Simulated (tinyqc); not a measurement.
Conversion gain and read noise from the photon-transfer curve.

Inverse problem. Temporal variance = CG x mean output + vn^2 (dark signal removed), CG = q As/Cf. Find CG, vn, the read noise in electrons and Cf.

Parameters, values chosen for the exercise:
- As = 0.84 (source-follower gain)

Constants: q = 1.602176634e-19 C. Results are converted to the units shown.

temporal variance at mean outputs of 32 and 190 mV (mV^2): [2.274402312, 13.46602773]

Answer. Poisson statistics make the slope equal to CG; the intercept is vn^2.

CG = 70.83 uV/electron
vn = 88.00 uV
read noise = 1.242 electrons
Cf = 1.900 fF

tinyqc, about 0.01 s, one thread, Intel Xeon 2.30GHz (shared host): `OMP_NUM_THREADS=1 python tinyqc.py 2630010 2630011 out.jsonl`
